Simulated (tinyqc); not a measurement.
Tight binding, kagome lattice, step by step. One step of it, computed by the program tinyqc.

Problem. Bloch Hamiltonian at K. H_AB = -t1 - t2 exp(-i k.a1), H_AC = -t1 - t2 exp(-i k.a2), H_BC = -t1 - t2 exp(i k.(a1 - a2)), H_CC = delta.

Parameters chosen for this model:
```
parameter     value                unit
t1         1.830000    eV, up triangles
t2         1.830000  eV, down triangles
delta      0.990000        eV on site C
```

k point K (fractions of the reciprocal vectors): 0.333333  0.666667

Give: H(k) at K.

Solution.

H(k) at K (eV):
```
                 A                B                C
A           0.0000  -0.9150+1.5848i  -0.9150-1.5848i
B  -0.9150-1.5848i           0.0000  -0.9150+1.5848i
C  -0.9150+1.5848i  -0.9150-1.5848i           0.9900
```
